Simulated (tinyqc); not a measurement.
Worked calculation: thermal boundary conductance by the acoustic and diffuse mismatch models. Computed by tinyqc, a small Python program that keeps every step. Command: `OMP_NUM_THREADS=1 python tinyqc.py 3010899 3010900 out.jsonl kapitza walk`. One thread of a shared host (Intel(R) Xeon(R) Processor @ 2.30GHz), about 0.01 s of CPU time with the checks. Intermediate numbers are printed to about 6 digits and carried at full precision; extremes and crossings named in words are read from the listed rows.

Each side has one longitudinal and two transverse Debye branches, omega = v q up to q_D = (6 pi^2 n)^(1/3), with n counting all atoms. Scattering at the interface is elastic. Electrons are left out of G, also for metals. Melting is ignored. G refers to the temperatures of the phonons sent towards the interface. Linear branches over all atoms overstate G at high T, most for crystals with several atoms a cell.

Inputs (values chosen for the exercise, modelled on gold (side 1) and silicon (side 2)):
```
quantity                    value     unit
density rho_1                  19   g/cm^3
longitudinal velocity vL_1   3330      m/s
transverse velocity vT_1     1270      m/s
atom density n_1             60.7   1/nm^3
conductivity kappa_1          321  W/(m K)
density rho_2                2.36   g/cm^3
longitudinal velocity vL_2   9110      m/s
transverse velocity vT_2     5440      m/s
atom density n_2             50.6   1/nm^3
conductivity kappa_2          151  W/(m K)
temperature T                 300        K
thickness d_1                 6.7       nm
thickness d_2                5600       nm
heat flux J                    34  kW/cm^2
```

Structure: film on a substrate.

Constants: hbar = 1.054571817e-34 J s; k_B = 1.380649e-23 J/K.

## Cut-off frequencies and impedances

omega_c = v q_D for each branch, given as hbar omega_c/k_B; impedance Z = rho v.

Branches:
```
branch     v (m/s)  cut-off (K)  Z (1e6 kg/(m^2 s))
L, side 1     3330       389.63             63.2700
T, side 1     1270       148.60             24.1300
L, side 2     9110      1003.18             21.4996
T, side 2     5440       599.04             12.8384
```

## Acoustic mismatch: transmission of each branch

No mode conversion. t(theta) = 4 Z_1 Z_2 cos(theta_1) cos(theta_2)/N^2, with N = Z_2 cos(theta_1) + Z_1 cos(theta_2) for L (the form for pressure waves) and N = Z_1 cos(theta_1) + Z_2 cos(theta_2) for both T branches (the form for shear waves polarised along the interface); sin(theta_2) = (v_2/v_1) sin(theta_1), and t = 0 beyond the critical angle arcsin(v_1/v_2); the mean over the incoming flux is alpha = 2 int t sin(theta_1) cos(theta_1) d theta_1 (64 Gauss-Legendre points).

Transmission:
```
branch  t at normal incidence  largest angle from side 1 (deg)  alpha, 1 to 2  alpha, 2 to 1
L                    0.757195                          21.4404       0.115978       0.868006
T                    0.906707                          13.5006       0.040488       0.742873
```

For L waves from side 1 the critical cone of 21 degrees bounds the transmission; the mean is 0.12 against 0.76 at normal incidence. For T waves from side 1 the critical cone of 14 degrees bounds the transmission; the mean is 0.04 against 0.91 at normal incidence.

## Diffuse mismatch: transmission at low frequency

A phonon forgets its side and branch: alpha(1 to 2) = S_2/(S_1 + S_2), S_i = 1/vL_i^2 + 2/vT_i^2.

S_1 = 1.33018e-06 s^2/m^2

S_2 = 7.96315e-08 s^2/m^2

diffuse alpha, 1 to 2 = 0.0564837

## Boundary conductance

G = (k_B^4 T^3/(8 pi^2 hbar^3)) int W(x) x^4 e^x/(e^x - 1)^2 dx, x = hbar omega/(k_B T). Acoustic mismatch: W = sum over the three branches of alpha(1 to 2)/v_1^2, each up to the lower of its two cut-offs. Diffuse mismatch: W = S_1 S_2/(S_1 + S_2), where S_i sums 1/v^2 over the branches of side i still below their cut-off. Radiation limit: W = min(S_1, S_2). The integral is split at the four cut-offs (64 Gauss-Legendre points a piece, x at most 45). Boundary resistance R = 1/G and Kapitza length kappa_2/G use the diffuse value.

G, acoustic mismatch = 95.7658 MW/(m^2 K)

G, diffuse mismatch = 315.081 MW/(m^2 K)

G, radiation limit = 567.085 MW/(m^2 K)

boundary resistance R = 3.17379 m^2 K/GW

Kapitza length in side 2 = 479.242 nm

The diffuse value is 3.29 times the acoustic one and 56 % of the radiation limit. Diffuse scattering raises G here: it ignores the impedance mismatch and lets phonons change direction and branch. Caution: at this temperature short waves carry the heat; linear branches up to q_D overstate their velocity, and inelastic processes, left out here, grow with T.

## Conductance against temperature

The formulas are those given above.

G (MW/(m^2 K)):
```
T (K)  acoustic mismatch  diffuse mismatch  radiation limit
2             0.00494656        0.00612643       0.00649319
5              0.0772900         0.0957255         0.101456
10              0.617870          0.765509         0.811649
20               4.42714           5.78655          6.49304
40               18.3826           34.4105          50.2869
80               49.3385           137.666          236.755
150              79.5740           252.185          449.586
300              95.7658           315.081          567.085
600              100.715           334.427          603.273
1000             101.827           338.780          611.418
```

All three follow T^3 at the cold end (exponent 3.00 for the diffuse model) and flatten at high T (exponent 0.03 at the hot end); the lowest cut-off is 149 K. The ratio of diffuse to acoustic goes from 1.24 to 3.33. The plateau is set by the frequencies that both sides share.

## Temperature rise through the stack

In series: Delta T = J (d_1/kappa_1 + R + d_2/kappa_2), with bulk conductivities in the layers and one-dimensional flow.

temperature drops (K): film 0.00709657, interface 1.07909, substrate 12.6093

total rise Delta T = 13.6955 K

interface share of film plus interface = 0.993467

The substrate takes the largest drop, 92 % of the total. Caution: R from emitted-phonon temperatures is too large for use in series with Fourier layers, by up to a factor of about 2. Caution: layers this thin are often below the phonon free path, where bulk conductivities and independent interfaces no longer hold.

Checks made by the program: detailed balance alpha_12/v_1^2 = alpha_21/v_2^2 (relative difference below 1e-10); low-temperature limit G = pi^2 k_B^4 T^3 alpha S_1/(30 hbar^3) (relative difference below 1e-10).
